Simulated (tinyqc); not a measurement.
# Thin-body transistor below threshold, two-dimensional Poisson equation on a small mesh: several studies

A thin body on a thick buried insulator of low permittivity, taken as carrying no normal field at the bottom of the body (row 0). Mobile charge is neglected (subthreshold), the body is fully depleted, and potentials are counted from the intrinsic level; rows run upward to the gate, columns from source to drain.

Parameters, values chosen for the exercise; semiconductor permittivity close to that of silicon: temperature T = 400 K; relative permittivity of the semiconductor eps_r = 11.8; relative permittivity of the insulator eox = 25; body thickness tb = 3 nm; insulator thickness tox = 4.3 nm; channel length L = 24 nm; acceptor density of the depleted body Na = 0 cm^-3; potential of the source Vbi = 0.49 V; gate offset Vfb = 0.08 V; gate voltage Vg = 0.1 V; drain voltage Vd = 0.05 V.

Constants: q = 1.602176634e-19 C, kB = 1.380649e-23 J/K, Vt = kB T/q, eps0 = 8.8541878128e-14 F/cm where lengths are in cm. Results are converted to the units shown.

Each table varies one quantity; the others keep the values above.

## Effect of the drain voltage

Mesh: rows i = 0..12 in the semiconductor (step hs = tb/12, row 12 on the interface), then 8 step(s) ho = tox/8 up to the gate row 20; columns j = 0..80 (step hy = L/80). Box integration, divided by eps0: up_i = eps hy/h of the interval above row i, dn_i = that of the interval below (0 for row 0), lat_i = (sum of eps h/2 over the intervals above and below)/hy, s_i = -q Na w_i hy/eps0 with w_i the semiconductor height of the box (hs/2 for row 0 and the interface row, hs between, 0 in the insulator). Each free node obeys (up + dn + 2 lat) psi = up psi(above) + dn psi(below) + lat [psi(left) + psi(right)] + s. Fixed values: gate row Vg - Vfb; column 0 at Vbi and the last column at Vbi + Vd in the semiconductor, each running linearly to Vg - Vfb across the insulator. The system is solved directly. On row 0 the minimum of psi and its place come from a parabola through the three lowest nodes; barrier = Vbi - minimum, swing = Vt ln 10/(d psi/dVg), DIBL = (d psi/dVd)/(d psi/dVg) there. Lambda = pi/k with k the smallest positive root of tan(k tox) tan(k tb) = eox/eps_r.

Effect of the drain voltage:
```
Vd (V)  L/Lambda  barrier (V)  place y/L  swing (mV/decade)  DIBL (mV/V)
0.05       2.005       0.4199     0.4919              88.34        53.63
0.25       2.005       0.4110     0.4658              88.56        45.60
0.45       2.005       0.4034     0.4461              88.90        40.42
0.65       2.005       0.3965     0.4303              89.30        36.74
0.85       2.005       0.3902     0.4171              89.72        33.94
1.05       2.005       0.3845     0.4057              90.15        31.73
```

As Vd goes from 0.05 to 1.05 V, the barrier falls from 0.420 to 0.384 V, the swing rises from 88.3 to 90.2 mV a decade and DIBL falls from 53.6 to 31.7 mV/V; the ideal swing is 79.4. The barrier top moves from y/L = 0.492 to 0.406, towards the source. In every row the body is under 5 nm thick, where quantum confinement matters.

## Effect of the channel length

Same model as above.

Effect of the channel length:
```
L (nm)  L/Lambda  barrier (V)  place y/L  swing (mV/decade)  DIBL (mV/V)
11        0.9188       0.2129     0.4790              165.7        508.0
13         1.086       0.2667     0.4835              135.0        329.6
16         1.336       0.3296     0.4873              110.9        187.9
19         1.587       0.3742     0.4896              98.48        114.1
23         1.921       0.4129     0.4915              89.75        62.05
28         2.339       0.4402     0.4931              84.46        30.44
35         2.924       0.4581     0.4945              81.33        11.74
42         3.508       0.4652     0.4954              80.14        4.631
```

What does the table show?

As L goes from 11 to 42 nm, the barrier rises from 0.213 to 0.465 V, the swing falls from 166 to 80.1 mV a decade and DIBL falls from 508 to 4.63 mV/V; the ideal swing is 79.4. L/Lambda goes from 0.92 to 3.5. Between the last two rows DIBL decays with a length of 7.53 nm; 2 Lambda/pi is 7.62 nm. In every row the body is under 5 nm thick, where quantum confinement matters.

## Choice of the relaxation factor

Mesh: rows i = 0..2 in the semiconductor (step hs = tb/2, row 2 on the interface), then 2 step(s) ho = tox/2 up to the gate row 4; columns j = 0..6 (step hy = L/6). Sweeps go row by row from row 0, left to right, psi(new) = psi + omega (t - psi) with t the value that solves the node equation for the newest neighbours; free nodes start at zero; stop when the largest change is below 1e-7 V.

Choice of the relaxation factor:
```
omega  sweeps
1          63
1.1        51
1.2        41
1.3        32
1.4        19
1.5        25
1.6        31
1.7        44
1.8        68
1.9       141
```

Read the table: what changes, and by how much?

Gauss-Seidel (omega = 1) takes 63 sweeps; the fewest, 19, are at omega = 1.4, and omega = 1.9 takes 141. The Jacobi matrix of this mesh has spectral radius rho = 0.8985, so theory puts the best factor at 2/(1 + sqrt(1 - rho^2)) = 1.39.

Numbers from tinyqc (`OMP_NUM_THREADS=1 python tinyqc.py 2480158 2480159 out.jsonl`; about 0.2 s on one thread of a shared Intel Xeon 2.30GHz).
